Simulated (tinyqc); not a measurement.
Free and trapped electrons in a MOS channel with a dense trap tail: two steps of the calculation.

p-type body, charge-sheet picture, full ionisation (an idealisation for deep acceptors), Boltzmann statistics for free electrons. e = Ec - EF at the surface. Acceptor-like traps of density D(E) = D0 + De exp(-E/Ew) at depth E below Ec, from 0 to Eu, hold n_t = integral of D(E)/(1 + exp((e - E)/Vt)). psi = Eg - Vt ln(Nv/Na) - e; N_dep = sqrt(2 eps0 eps_r Na (psi - Vt)/q); n_f = sqrt(N_dep^2 + 2 eps0 eps_r Vt Nc exp(-e/Vt)/q) - N_dep; Vg = Vfb + psi + q (N_dep + n_t + n_f)/Cox, Cox = eps0 eox/tox.

Inputs (values chosen for the exercise); band and dielectric values close to those of 4H silicon carbide: temperature T = 400 K; band gap Eg = 3.32 eV; relative permittivity eps_r = 9.79; conduction-band density of states at T Nc = 2.65e19 cm^-3; valence-band density of states at T Nv = 3.8e19 cm^-3; relative permittivity of the insulator eox = 3.9; insulator thickness tox = 52 nm; acceptor density Na = 2.7e16 cm^-3; flat-band voltage without trapped charge Vfb = -2.32 V; constant background density of acceptor-like traps D0 = 1.7e11 cm^-2 eV^-1; density of the tail at the conduction edge De = 1.7e13 cm^-2 eV^-1; decay energy of the tail Ew = 0.12 eV; depth below Ec down to which the traps reach Eu = 0.65 eV; mobility of free electrons mf = 190 cm^2/(V s); Ec - EF at the surface e = 0.195 eV.

Constants: q = 1.602176634e-19 C, kB = 1.380649e-23 J/K, Vt = kB T/q, eps0 = 8.8541878128e-14 F/cm where lengths are in cm. Results are converted to the units shown.

Task 1. Trapped charge. Trapezoid rule on 12 equal steps from 0 to Eu, f = 1/(1 + exp((e - E)/Vt)).

Find: E; D(E) f; n_t.

Result 1.

```
point    E (eV)  D(E) f (cm^-2 eV^-1)
0             0             5.9754e10
1      0.054167             1.8177e11
2       0.10833             5.2871e11
3       0.16250             1.2779e12
4       0.21667             1.9334e12
5       0.27083             1.7549e12
6       0.32500             1.2737e12
7       0.37917             8.8720e11
8       0.43333             6.2875e11
9       0.48750             4.6241e11
10      0.54167             3.5623e11
11      0.59583             2.8859e11
12      0.65000             2.4551e11
```

n_t = 5.2684e11 cm^-2

Task 2. Charges and gate voltage. psi, N_dep, n_f and Vg as defined, with the n_t given; free share n_f/(n_f + n_t); apparent mobility mf n_f/(n_f + n_t); gate voltage spent on traps q n_t/Cox.

n_t = 5.2683510e11 cm^-2

Find: psi; N_dep; n_f; Vg; free share; apparent mobility; gate voltage spent on traps.

Result 2.

psi = 2.8751 V
N_dep = 9.1099e11 cm^-2
n_f = 1.8752e10 cm^-2
Vg = 4.0694 V
free share = 3.4370 %
apparent mobility = 6.5303 cm^2/(V s)
gate voltage spent on traps = 1.2711 V

Numbers from tinyqc (`OMP_NUM_THREADS=1 python tinyqc.py 2222227 2222228 out.jsonl`; about 0.02 s on one thread of a shared Intel Xeon 2.30GHz).
